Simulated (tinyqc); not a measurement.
What moves the results: strain-driven crossing of the Gamma and L valleys in a germanium-like crystal. A value that a table varies takes the place of the one given here.

Biaxial loads: e0 is the in-plane strain e_par and the normal is free. (001): e_perp = -2 (C12/C11) e_par; exx = eyy = e_par, ezz = e_perp, no shear. (111): e_perp = -(2 C11 + 4 C12 - 4 C44)/(C11 + 2 C12 + 4 C44) e_par; exx = eyy = ezz = (2 e_par + e_perp)/3 and exy = eyz = ezx = (e_perp - e_par)/3. (110): e_perp = -(C11 + 3 C12 - 2 C44)/(C11 + C12 + 2 C44) e_par; exx = eyy = (e_par + e_perp)/2, ezz = e_par, exy = (e_perp - e_par)/2, eyz = ezx = 0. Uniaxial loads: a stress along n, scaled so that n.e.n = e0, with exx = s11 sxx + s12 (syy + szz), exy = s44 sxy/2, s11 = (C11 + C12)/((C11 - C12)(C11 + 2 C12)), s12 = -C12/((C11 - C12)(C11 + 2 C12)), s44 = 1/C44.

Edges from the unstrained valence top: Gamma at Eg + ac tr(e); an L valley with unit axis u at EgL + aL tr(e) + XuL (u.e.u - tr(e)/3), u along [111], [1-1-1], [-11-1], [-1-11]; valence edges are the levels of the 6 x 6 matrix of X, Y, Z times spin with -Dso/3 + l exx + m (eyy + ezz) on the diagonal (cyclic), n exy off it, l = av + 2 b, m = av - b, n = sqrt(3) d. Spin-orbit term (Dso/3) L.sigma on X, Y, Z with (L_k)_ij = -i epsilon_kij: <X+|H|Y+> = -i Dso/3, <X+|H|Z-> = Dso/3, <Y+|H|Z-> = -i Dso/3, <Z+|H|X-> = -Dso/3, <Z+|H|Y-> = i Dso/3, <X-|H|Y-> = i Dso/3, and their conjugates; + and - are the spin along z.

Constants: kB = 8.617333262e-05 eV/K.

Inputs chosen for the exercise (near those of Ge, gaps at low temperature; shifted at random, so the results belong to these values and not to a real crystal): Eg = 0.901 eV (gap at Gamma to the s-like level); EgL = 0.735 eV (gap to L); Dso = 0.293 eV (spin-orbit splitting); ac = -8.12 eV (conduction deformation potential); av = 1.24 eV (valence hydrostatic potential); b = -2.51 eV (tetragonal shear potential); d = -5.32 eV (trigonal shear potential); aL = -1.68 eV (hydrostatic potential of the L edge, Xd + Xu/3); XuL = 15.89 eV (uniaxial potential, L); C11 = 128.9 GPa; C12 = 48.4 GPa; C44 = 68 GPa; load = biaxial (110) (kind of strain); mG = 0.0411 m0 (mass at Gamma); mL = 0.57 m0 (density-of-states mass of the four L valleys together); T = 300 K (temperature); e0 = 0.0078 (size of the strain).

## Which strain makes the gap direct

For tension the difference Gamma minus lowest L is linear in e0; slope per 1 % and the e0 at which it vanishes (a dash: no crossing below 15 %), with the gap there.

Results:
```
load,slope (meV per 1 %),crossing e0 (%),gap at the crossing (eV)
biaxial (001),-80.4,2.06,0.530
biaxial (110),-24.1,6.89,-0.608
biaxial (111),38.5,-,-
uniaxial [100],-29.2,5.68,0.478
uniaxial [111],-4.0,-,-
uniaxial [110],14.4,-,-
```

The smallest strain is needed for biaxial (001) (2.06 %), then uniaxial [100] (5.68 %). No crossing below 15 % is found for biaxial (111), uniaxial [111] and uniaxial [110]: shear splits the L valleys and pulls the lowest down nearly as fast as, or faster than, Gamma. Loads without off-diagonal strain, (001) and [100], gain (ac - aL) tr(e) = -64 meV per 1 % of volume. Crossings beyond about 3 % are sensitive to second-order terms, left out here. For uniaxial [111] the slope is a near cancellation, so terms beyond this linear model decide. A gap at or below zero marks a crossing beyond the range of this linear model.

## Sweep of a biaxial (110) strain

The valence splitting is the distance of the top two edges. Share in Gamma = mG^(3/2)/(mG^(3/2) + (mL^(3/2)/4) sum_i exp(-(E_Li - E_Gamma)/kT)).

Results:
```
e0 (%),direct gap (eV),indirect gap (eV),Gamma - L (meV),valence splitting (meV),share in Gamma (%)
0.00,0.901,0.735,166,0,0.00315
0.34,0.836,0.678,158,30,0.00762
0.69,0.766,0.617,149,64,0.0118
1.03,0.696,0.555,141,98,0.0164
1.37,0.625,0.492,133,134,0.0226
1.71,0.553,0.428,125,171,0.0310
2.06,0.477,0.361,116,210,0.0430
2.40,0.403,0.295,108,249,0.0590
```

The gap stays indirect over the sweep. The direct gap goes from 0.901 to 0.403 eV; of that change -0.148 eV comes from the rise of the valence top through the shear terms and the rest from the volume. The share in Gamma goes from 0.00315 to 0.0590 %.

## What each parameter does

Direct gap, Gamma minus the lowest L edge and the valence splitting. Each row changes one parameter from the base and keeps the others.

Results:
```
case,direct gap (eV),Gamma - L (meV),valence splitting (meV)
base,0.7476,147.2,72.5
ac = -9.338 eV,0.7328,132.4,72.5
av = 1.054 eV,0.7499,147.2,72.5
C12 = 41.14 GPa,0.7451,141.6,69.2
b = -2.1335 eV,0.7490,147.2,70.1
e0 = 0.00897,0.7237,144.4,84.3
C44 = 78.2 GPa,0.7439,139.1,67.7
Dso = 0.33695 eV,0.7484,147.2,71.7
```

The largest shifts from the base row, up to three for each result and ties (the steps differ in size, so this ranks the rows, not the parameters). direct gap (eV): e0 -0.0240, ac -0.0148, C44 -0.0037. Gamma - L (meV): ac -14.8, C44 -8.1, C12 -5.6; unchanged at the printed digits by av, b and Dso. valence splitting (meV): e0 +11.8, C44 -4.7, C12 -3.3; unchanged at the printed digits by ac and av.

Run: tinyqc, `OMP_NUM_THREADS=1 python tinyqc.py 1050546 1050547 out.jsonl`; Intel(R) Xeon(R) Processor @ 2.30GHz, one thread, shared host; about 0.01 s of CPU time with all checks.
